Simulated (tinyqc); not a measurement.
# Joule-heated wire on a substrate, fin equation: several studies

A wire of length L loses heat along itself to two contacts and sideways to the substrate: kap A theta'' - g theta + p = 0 with theta = T - T0 and p = p0. The ends are held at T0. Constant conductivity, diffusive heat flow.

Inputs (values chosen for the exercise): conductivity along the wire kap = 190 W/(m K); cross-section A = 74 nm^2; conductance per length to the substrate g = 0.14 W/(m K); length between the contacts L = 1000 nm; thermal resistance of each contact Rc = 0 K/uW; heating per length p0 = 0.0096 uW/nm.

Each table varies one quantity; the others keep the values above.

## Effect of the conductance per length to the substrate

The equation is solved on 800 equal steps and the peak is the largest node value. LH = sqrt(kap A/g); the share is the integral of g theta over that of p.

Effect of the conductance per length to the substrate:
```
g (W/(m K))  LH (nm)    L/LH  peak theta (K)  peak/(p0/g)  share to the substrate (%)
0.014           1002  0.9979           77.31       0.1127                       7.547
0.03           684.6   1.461           69.76       0.2180                       14.66
0.065          465.1   2.150           57.40       0.3887                       26.39
0.14           316.9   3.156           41.42       0.6040                       41.80
0.3            216.5   4.619           25.71       0.8033                       57.55
0.65           147.1   6.799           13.78       0.9333                       70.65
1.4            100.2   9.979           6.764       0.9864                       79.96
```

What does the comparison show?

As g goes from 0.014 to 1.4 W/(m K), the peak theta falls from 77.3 to 6.76 K and the share of heat to the substrate rises from 7.55 to 80.0 %; L/LH goes from 1.0 to 10. Where L/LH is smallest the peak reaches 0.11 of p0/g, where it is largest 0.99: contacts cool the wire only within a few healing lengths.

## Effect of the conductivity along the wire

Same model as above.

Effect of the conductivity along the wire:
```
kap (W/(m K))  LH (nm)    L/LH  peak theta (K)  peak/(p0/g)  share to the substrate (%)
19               100.2   9.979           67.64       0.9864                       79.96
41               147.2   6.793           63.98       0.9331                       70.62
88               215.7   4.637           55.20       0.8050                       57.69
190              316.9   3.156           41.42       0.6040                       41.80
410              465.5   2.148           26.62       0.3882                       26.36
880              682.0   1.466           15.04       0.2194                       14.75
1900              1002  0.9979           7.731       0.1127                       7.547
```

As kap goes from 19 to 1900 W/(m K), the peak theta falls from 67.6 to 7.73 K and the share of heat to the substrate falls from 80.0 to 7.55 %; L/LH goes from 10 to 1.0. Where L/LH is smallest the peak reaches 0.11 of p0/g, where it is largest 0.99: contacts cool the wire only within a few healing lengths.

## Effect of the cross-section

Same model as above.

Effect of the cross-section:
```
A (nm^2)  LH (nm)   L/LH  peak theta (K)  peak/(p0/g)  share to the substrate (%)
9.2         111.7  8.949           67.01       0.9772                       77.66
18          156.3  6.398           62.99       0.9185                       68.84
37          224.1  4.463           54.01       0.7877                       56.20
74          316.9  3.156           41.42       0.6040                       41.80
150         451.2  2.216           27.74       0.4046                       27.50
300         638.1  1.567           16.74       0.2442                       16.44
590         894.8  1.118           9.469       0.1381                       9.253
```

As A goes from 9.2 to 590 nm^2, the peak theta falls from 67.0 to 9.47 K and the share of heat to the substrate falls from 77.7 to 9.25 %; L/LH goes from 8.9 to 1.1. Where L/LH is smallest the peak reaches 0.14 of p0/g, where it is largest 0.98: contacts cool the wire only within a few healing lengths.

tinyqc, about 0.01 s, one thread, Intel Xeon 2.30GHz (shared host): `OMP_NUM_THREADS=1 python tinyqc.py 2520064 2520065 out.jsonl`
